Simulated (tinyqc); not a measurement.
Inside a calculation: finite square well with mass mismatch (envelope functions). Values are carried at full precision from step to step, so a last printed digit may differ when a step is redone from the rounded ones.

A square well of width L and depth V0, mass mw inside and mb outside, energies from the bottom of the well, c = hbar^2/2m0. k = sqrt(mw E/c), kappa = sqrt(mb (V0 - E)/c). psi and psi'/m are continuous at the walls (BenDaniel-Duke), so level n solves k L + 2 atan[(k/mw)/(kappa/mb)] = n pi.

Constants: hbar^2/2m0 = 3.80998211 eV angstrom^2.

Inputs chosen for the exercise (near those of the heavy valleys of a Si film in SiO2; not measured data):
```
symbol   value  unit      meaning
L        19     angstrom  well width
V0       3.086  eV        barrier height
mw       0.911  m0        mass in the well
mb       0.507  m0        mass in the barrier
alpha_w  0.48   1/eV      non-parabolicity in the well
alpha_b  0.16   1/eV      non-parabolicity in the barrier
```

## How many levels are bound

At E = V0 the arctangent equals pi/2, so level n is bound if k0 L > (n - 1) pi with k0 = sqrt(mw V0/c). Compare with the infinitely deep well, E1(hard) = c (pi/L)^2/mw.

k0 = 0.85900 1/angstrom
k0 L/pi = 5.1952
number of bound levels = 6
E1(hard) = 0.1143 eV

The count does not depend on mb. One more level binds at L = 21.9 angstrom.

## The lowest level by bisection

f(E) = k L + 2 atan[(k/mw)/(kappa/mb)] - pi rises with E. Twelve halvings of [0, V0]: keep the half in which f changes sign.

Bisection:
```
step  low (eV)  high (eV)  midpoint (eV)        k    kappa        f
1      0.00000    3.08600        1.54300  0.60741  0.45313   9.6810
2      0.00000    1.54300        0.77150  0.42950  0.55497   5.8323
3      0.00000    0.77150        0.38575  0.30370  0.59944   3.1784
4      0.00000    0.38575        0.19287  0.21475  0.62048   1.3193
5      0.00000    0.19287        0.09644  0.15185  0.63073   0.0100
6      0.00000    0.09644        0.04822  0.10738  0.63580  -0.9140
7      0.04822    0.09644        0.07233  0.13151  0.63327  -0.4128
8      0.07233    0.09644        0.08438  0.14204  0.63200  -0.1939
9      0.08438    0.09644        0.09041  0.14703  0.63137  -0.0903
10     0.09041    0.09644        0.09342  0.14946  0.63105  -0.0397
11     0.09342    0.09644        0.09493  0.15066  0.63089  -0.0148
12     0.09493    0.09644        0.09568  0.15126  0.63081  -0.0024
```

After twelve halvings the bracket is V0/4096 = 0.753 meV wide.

## Bound levels

Solve the condition for each n (six at most). With A = cos(kL/2) for even and sin(kL/2) for odd levels, the probability in the barriers is Pb = (A^2/kappa)/(A^2/kappa + L/2 +/- sin(kL)/(2k)), + for even.

Levels:
```
n  parity  E (eV)  k (1/angstrom)  kappa (1/angstrom)      Pb
1    even  0.0958         0.15137             0.63080  0.0027
2     odd  0.3813         0.30195             0.59993  0.0116
3    even  0.8495         0.45068             0.54555  0.0300
4     odd  1.4847         0.59582             0.46162  0.0668
5    even  2.2501         0.73350             0.33352  0.1503
6     odd  3.0116         0.84859             0.09949  0.4971
```

The lowest level lies at 84 % of the infinite-well value and decays into the barrier over 1/kappa = 1.6 angstrom. Above about 0.5 eV (from level 3 on) a parabolic band is a rough model.

## Mass in the plane and density of states

To first order in the in-plane energy, 1/m_par = (1 - Pb)/mw + Pb/mb for each subband. Each adds a step D = m_par/(2 pi c) to the density of states per area (spin included, one valley); 1/angstrom^2 = 1e16/cm^2.

Subbands:
```
n  m_par (m0)  D (1e13/(eV cm^2))
1      0.9091              37.974
2      0.9027              37.708
3      0.8897              37.167
4      0.8649              36.131
5      0.8136              33.986
6      0.6525              27.258
```

The mass is taken as isotropic here; the valleys of Si are not, and in the plane they have mt, about 0.19 m0, so their real steps are about five times smaller.

## Levels with energy-dependent masses

Non-parabolic bands: mw is replaced by mw (1 + alpha_w E) and mb by mb (1 - alpha_b (V0 - E)), in k, kappa and the matching condition alike.

Solve the same condition with the energy-dependent masses, and list the shift from the parabolic levels that exist in both.

Levels:
```
n  E (eV)  mass inside  mass outside  shift (meV)
1  0.0965       0.9532        0.2645          0.7
2  0.3477       1.0631        0.2849        -33.6
3  0.6886       1.2121        0.3125       -160.8
4  1.0758       1.3814        0.3439       -408.9
5  1.4858       1.5607        0.3772       -764.3
6  1.9052       1.7441        0.4112      -1106.4
```

Level 1 moves by +0.7 meV and level 6 by -1106.4 meV. The lighter mass deep in the barrier hardens the wall for low levels; the heavier mass in the well wins higher up.

## Checks

- Lowest level by finite differences (200 cells across the well) against the matching condition, eV: both 0.0958.

tinyqc: `OMP_NUM_THREADS=1 python tinyqc.py 1282126 1282127 out.jsonl`; about 0.01 s, one thread, shared Intel(R) Xeon(R) Processor @ 2.30GHz.
